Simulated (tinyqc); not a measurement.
# A and C from the efficiency peak

Problem. ABC model of an LED: J = q da (A n + Ba n^2 + Ca n^3), IQE = Ba n^2/(A n + Ba n^2 + Ca n^3), differential lifetime 1/(A + 2 Ba n + 3 Ca n^2). The peak lies at n = sqrt(A/Ca). Given Ba, find n at the peak, A and Ca.

Inputs (values chosen for the exercise): radiative coefficient of the active layer Ba = 3.6e-10 cm^3/s; thickness of the active layer da = 18 nm.

Constants: q = 1.602176634e-19 C. Results are converted to the units shown.

peak IQE = 96.488976 %
J at the peak = 3814.8690 A/cm^2

Solution. IQE J = q da Ba n^2 gives n. At the peak A n = Ca n^3, each being half of the non-radiative rate Ba n^2 (1/IQE - 1).

n at the peak = 5.95e18 cm^-3
A = 3.90e7 1/s
Ca = 1.10e-30 cm^6/s

tinyqc, about 0.01 s, one thread, Intel Xeon 2.30GHz (shared host): `OMP_NUM_THREADS=1 python tinyqc.py 2300052 2300053 out.jsonl`
